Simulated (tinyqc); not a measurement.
What each parameter does: coherent potential approximation for a binary alloy with a semi-elliptic band.

Site levels eA = -x d (share 1 - x) and eB = (1 - x) d (share x), so that their mean, the virtual crystal, is 0. Pure band: G0(z) = 2 (z - sqrt(z - W) sqrt(z + W))/W^2 with principal roots, density -Im G/pi per site. The medium has a self-energy S(z), G = G0(z - S), z = E + i eta. t_i = (e_i - S)/(1 - (e_i - S) G); the CPA demands <t> = (1 - x) tA + x tB = 0. Iteration: start at S = 0, set S(new) = S + <t>/(1 + <t> G), stop when |<t>| < 1e-9 eV.

Inputs chosen for the exercise: W = 4.2 eV (half width of the pure band); x = 0.12 (fraction of B); d = 5.54 eV (eB - eA); eta = 0.084 eV (broadening); E = 0.37 eV (energy).

Converged values at E.

Results for these values:

| case | Re S (eV) | Im S (eV) | density (1/eV) |
|---|---|---|---|
| base | -0.6259 | -0.2841 | 0.1346 |

What happens to each result for E = 0.79 eV, all else kept?

Answer: Re S falls from -0.6259 to -0.6568; Im S falls from -0.2841 to -0.3020; density falls from 0.1346 to 0.1291.

The same for each parameter in turn:

| case | Re S (eV) | Im S (eV) | density (1/eV) |
|---|---|---|---|
| base | -0.6259 | -0.2841 | 0.1346 |
| W = 4.62 eV | -0.6034 | -0.3037 | 0.1237 |
| x = 0.17 | -0.9161 | -0.4384 | 0.1268 |
| d = 6.094 eV | -0.7078 | -0.2885 | 0.1337 |
| eta = 0.168 eV | -0.6222 | -0.2897 | 0.1317 |
| E = 0.79 eV | -0.6568 | -0.3020 | 0.1291 |

Program tinyqc; command `OMP_NUM_THREADS=1 python tinyqc.py 1480893 1480894 out.jsonl`; about 0.01 s on one thread of a shared Intel(R) Xeon(R) Processor @ 2.30GHz.
